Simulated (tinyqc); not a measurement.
Slater-Koster d bands of a bcc metal, step by step. Values are carried at full precision from step to step, so a last printed digit may differ when a step is redone from the rounded ones.

Slater-Koster d bands. For a bond with direction cosines (l, m, n) the 5 x 5 block is dds Ps + ddp Pp + ddd (1 - Ps - Pp), the projectors on sigma, pi and delta states about the bond; for instance <xy|xy> = 3 l^2 m^2 dds + (l^2 + m^2 - 4 l^2 m^2) ddp + (n^2 + l^2 m^2) ddd, <xy|yz> = 3 l m^2 n dds + l n (1 - 4 m^2) ddp + l n (m^2 - 1) ddd and <3z2-r2|3z2-r2> = (n^2 - (l^2 + m^2)/2)^2 dds + 3 n^2 (l^2 + m^2) ddp + (3/4)(l^2 + m^2)^2 ddd. H(k) sums the blocks times cos(k.R) over the neighbours; the d level is the zero of energy; k in 2 pi/a.

Parameters, chosen for this exercise (of the size met in Ta; the results hold for these values, not for the real material):
- dds = -1.297 eV (dd sigma)
- ddp = 0.817 eV (dd pi)
- ddd = -0.182 eV (dd delta)
- f2 = 0.36 (factor on all three integrals for second neighbours)
- Es = 6 eV (s level)
- sss = -0.74 eV (ss sigma)
- sds = -0.85 eV (sd sigma)
- k = (0.15, 0.32, 0) 2 pi/a (wave vector)
- Nd = 4 (d electrons per atom)

## The block of one bond

Direction (1,1,1)/sqrt3; its eigenvalues must be dds once, ddp twice and ddd twice.

block (eV), lower triangle:
```
             xy       yz       zx   x2-y2  3z2-r2
xy      -0.3317
yz      -0.4827  -0.3317
zx      -0.4827  -0.4827  -0.3317
x2-y2         0  -0.3330   0.3330  0.4840
3z2-r2  -0.3845   0.1923   0.1923       0  0.4840
```

## Levels at Gamma

Neighbours: eight at (a/2)(1,1,1) and equivalents, and six at a(1,0,0) and equivalents with the integrals times f2.

Summing the blocks at k = 0 gives E(t2g) = (8/3) dds + (16/9) ddp + (32/9) ddd + f2 (4 ddp + 2 ddd), E(eg) = (16/3) ddp + (8/3) ddd + f2 (3 dds + 3 ddd).

levels (eV): t2g (threefold) -1.6079, eg (twofold) 2.2747

The t2g level lies lower, by 3.8826 eV.

## The Hamiltonian at one k

An s orbital at Es couples to nearest neighbours alone: <s|s> = sss, <s|xy> = sqrt3 l m sds (cyclic), <s|x2-y2> = (sqrt3/2)(l^2 - m^2) sds, <s|3z2-r2> = (n^2 - (l^2 + m^2)/2) sds.

Sum over the neighbours.

H(k) (eV), lower triangle:
```
             s       xy       yz       zx   x2-y2  3z2-r2
s       3.1736
xy      1.5049  -1.3025
yz           0        0  -1.0060
zx           0        0   1.4801  -0.2770
x2-y2        0        0        0        0  1.5988
3z2-r2       0   1.1791        0        0  0.3523  0.8610
```

## Levels and character

Diagonalise H; t2g is xy, yz, zx and eg the other two.

levels (eV): -2.1863  -2.1658  0.8828  1.0446  1.7932  3.6794

weights:
```
     band 1  band 2  band 3  band 4  band 5  band 6
s     0.064   0.000   0.000   0.038   0.017   0.882
t2g   0.811   1.000   1.000   0.075   0.014   0.100
eg    0.125   0.000   0.000   0.887   0.969   0.019
```

## Levels at points of symmetry

Coordinates: G (0, 0, 0), H (1, 0, 0), N (0.5, 0.5, 0), P (0.5, 0.5, 0.5); the others lie half way.

Levels (eV):
```
k        band 1  band 2  band 3  band 4  band 5  band 6
G        -1.608  -1.608  -1.608   0.080   2.275   2.275
G-H 0.5  -1.335  -0.131  -0.131   0.270   1.308   6.000
H        -5.469  -5.469   3.699   3.699   3.699  11.920
N        -4.815  -3.730   1.325   1.335   3.992   7.912
P        -1.045  -1.045  -1.045   1.597   1.597   6.000
P-G 0.5  -2.736  -2.736   0.223   1.801   1.801   5.476
G-N 0.5  -2.753  -2.669   1.192   1.447   1.805   3.891
```

On these points the bands run from -5.469 (H) to 11.920 eV (H).

## Second moment and the rectangular band

mu2 = z (dds^2 + 2 ddp^2 + 2 ddd^2)/5 per orbital, with z = 8 + 6 f2^2. A rectangular band with the same mu2 has width W = sqrt(12 mu2), Fermi level W (Nd/10 - 1/2) and bond energy -W Nd (10 - Nd)/20 (Friedel).

mu2 = 5.4130 eV^2
W = 8.0596 eV
Fermi level = -0.8060 eV
bond energy per atom = -9.6715 eV

The bond energy is the attractive part alone; the repulsion between atoms, left out, cancels a large share of it in the cohesive energy.

## Checks

- Levels at Gamma from the formulas against H(0): they agree to 1e-10 or better.
- Second moment from the formula against the mean square level on the mesh: both 5.41303.

tinyqc: `OMP_NUM_THREADS=1 python tinyqc.py 1481779 1481780 out.jsonl`; about 0.03 s, one thread, shared Intel(R) Xeon(R) Processor @ 2.30GHz.
